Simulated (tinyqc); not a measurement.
Against temperature: two-band model of a narrow-gap semiconductor with electrons and holes. Computed by tinyqc, a small Python program. Command: `OMP_NUM_THREADS=1 python tinyqc.py 3019971 3019972 out.jsonl bipolar walk`. One thread of a shared host (Intel(R) Xeon(R) Processor @ 2.30GHz), about 0.08 s of CPU time with the checks.

Two parabolic bands with acoustic scattering (r = -1/2, a = 0), a gap that does not change with T, and fully ionised dopants. Melting is ignored, so values above the melting point are formal, and kappa_L does not change with T. eta_n = (E_F - E_c)/(k_B T), eta_p = -eta_n - E_g/(k_B T).

Inputs (values chosen for the exercise, modelled on germanium):
```
quantity                              value        unit
electron mass m_n                      0.54         m_0
hole mass m_p                          0.36         m_0
electron mobility parameter mu_300,n   3500  cm^2/(V s)
hole mobility parameter mu_300,p       1900  cm^2/(V s)
temperature exponent p                  1.5           -
band gap E_g                           0.63          eV
net doping N                          7e+16      1/cm^3
lattice thermal conductivity kappa_L     44     W/(m K)
```

Doping: n-type.

Constants: k_B = 8.617333262e-05 eV/K; m_0 = 9.1093837015e-31 kg; k_B = 1.380649e-23 J/K; hbar = 1.054571817e-34 J s; e = 1.602176634e-19 C.

Method:
- With x = E/(k_B T), a = alpha k_B T (0 for a parabolic band), G = x (1 + a x), D = 1 + 2 a x and <y> = int y f (1 - f) dx, f = 1/(1 + exp(x - eta)): tau = tau_0 G^r/D; transport function s = G^(3/2 + r)/D^2; n = N_0 <G^(3/2)> with N_0 = (2 m k_B T)^(3/2)/(3 pi^2 hbar^3).
- Integrals over x = E/(k_B T) use 160 Gauss-Legendre points in u = sqrt(x) from 0 to sqrt(max(eta, 0) + 32).
- sigma = e mu_0 N_0 <s> with mu_0 = e tau_0/m = mu_300 (T/300 K)^(-p); |S| = (k_B/e)(<x s>/<s> - eta); Lorenz number L = (k_B/e)^2 (<x^2 s>/<s> - (<x s>/<s>)^2); kappa_e = L sigma T; zT = S^2 sigma T/(kappa_L + kappa_e).
- Neutrality: n - p = N, with n = N_0(m_n) <x^(3/2)> at eta_n and p = N_0(m_p) <x^(3/2)> at eta_p.
- Both bands together (these totals replace the one-band zT): sigma = sigma_n + sigma_p; S = (sigma_p |S_p| - sigma_n |S_n|)/sigma; kappa_bip = (sigma_n sigma_p/sigma)(|S_n| + |S_p|)^2 T; kappa_e = (L_n sigma_n + L_p sigma_p) T; zT = S^2 sigma T/(kappa_L + kappa_e + kappa_bip); weak-field R_H = (r_p sigma_p^2/p - r_n sigma_n^2/n)/(e sigma^2), where the Hall factors r_n and r_p are <x^(3/2)> <x^(1/2)>/<s>^2.

The same sample:
```
T (K)  n (1/cm^3)  p (1/cm^3)  sigma (S/cm)  S (microvolt/K)  kappa_bip (W/(m K))        zT  R_H (cm^3/C)
150    7.0000e+16  6.5145e-02         83.28          -510.22           1.3077e-17  0.007387       -104.92
200    7.0000e+16  3.0306e+04         54.14          -547.31           3.1152e-12  0.007370       -104.96
250    7.0000e+16  8.8693e+07         38.76          -576.11           5.4790e-09  0.007308       -104.99
300    7.0000e+16  2.0067e+10         29.50          -599.65           8.2410e-07  0.007230       -105.00
350    7.0001e+16  1.0363e+12         23.41          -619.54           3.0323e-05  0.007147       -105.01
400    7.0021e+16  2.1058e+13         19.18          -636.46           4.6173e-04  0.007060       -104.94
500    7.1557e+16  1.5575e+15         14.19          -644.99           2.1096e-02  0.006702        -99.71
600    9.3538e+16  2.3538e+16         15.85          -496.53           1.9569e-01  0.005303        -56.32
750    2.5912e+17  1.8912e+17         38.57          -269.01           8.2592e-01  0.004665        -11.43
900    6.8928e+17  6.1928e+17         83.05          -201.95           1.8021e+00  0.006640         -3.55
1050   1.4990e+18  1.4290e+18        145.93          -175.18           3.0883e+00  0.009938         -1.54
1200   2.7816e+18  2.7116e+18        222.85          -160.24           4.6159e+00  0.014010         -0.81
```

Among the rows where S keeps the majority sign, zT is largest at 1200 K (the edge of those rows) and |S| at 500 K. Among these rows sigma is least at 500 K; at higher T thermal pairs outweigh the falling mobility. kappa_bip reaches 4.62 W/(m K) at the last row, 0.105 times kappa_L.

Extremes, crossings and ranges named in words are read from the listed rows.
